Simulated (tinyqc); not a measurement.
Power iteration on a symmetric matrix, step by step. Computed by tinyqc, a small Python program that keeps every step. Settings: method = power, shift = 1.64. Command: `OMP_NUM_THREADS=1 python tinyqc.py 24533 24534 out.jsonl` (the two numbers bound the seeds that draw the settings). One thread of a shared host (Intel(R) Xeon(R) Processor @ 2.60GHz), about 0.01 s of CPU time with the checks.

## Step 1

A, lower triangle:
```
         1       2        3        4       5
1   0.1500
2  -0.1410  1.2370
3   0.0910  0.1090   2.7930
4  -0.3030  0.2630   0.2950   3.2780
5   0.0670  0.7090  -0.3230  -0.2870  3.6770
```

vector v at the start: 0.4472  0.4472  0.4472  0.4472  0.4472

shift = 1.6400

w = (A - shift) v; v' = w/|w| with its largest component positive (the first on a tie); lambda = v'^T A v'.

vector after step 1: -0.4997  0.1511  0.3728  0.4519  0.6199

Rayleigh quotient after step 1 = 2.5892

## Step 2

As before.

vector after step 2: 0.3924  0.3608  0.1980  0.5119  0.6440

Rayleigh quotient after step 2 = 2.7940

## Step 3

As before.

vector after step 3: -0.4111  0.2322  0.1388  0.3878  0.7794

Rayleigh quotient after step 3 = 3.0420

## Course of the iteration

Stop when the residual |A v - lambda v| is below 1e-9.

Steps:
```
step    lambda  residual
1     2.589217  1.39e+00
2     2.793994  1.35e+00
3     3.042006  1.26e+00
4     3.320026  1.12e+00
5     3.584543  9.24e-01
6     3.788028  7.06e-01
7     3.916626  5.07e-01
8     3.987228  3.49e-01
9     4.022904  2.35e-01
10    4.040189  1.57e-01
11    4.048413  1.04e-01
12    4.052304  6.93e-02
13    4.054145  4.62e-02
14    4.055019  3.09e-02
15    4.055436  2.08e-02
16    4.055635  1.40e-02
17    4.055731  9.51e-03
18    4.055777  6.47e-03
19    4.055800  4.42e-03
20    4.055811  3.03e-03
21    4.055816  2.08e-03
22    4.055818  1.43e-03
23    4.055820  9.92e-04
24    4.055820  6.87e-04
25    4.055821  4.77e-04
26    4.055821  3.31e-04
27    4.055821  2.31e-04
28    4.055821  1.61e-04
29    4.055821  1.12e-04
30    4.055821  7.84e-05
```

all eigenvalues, for comparison: 0.0972  1.0015  2.6455  3.3350  4.0558

Not converged in 30 steps: the residual falls only by the ratio of the two largest distances of eigenvalues from the shift, 0.70 a step.
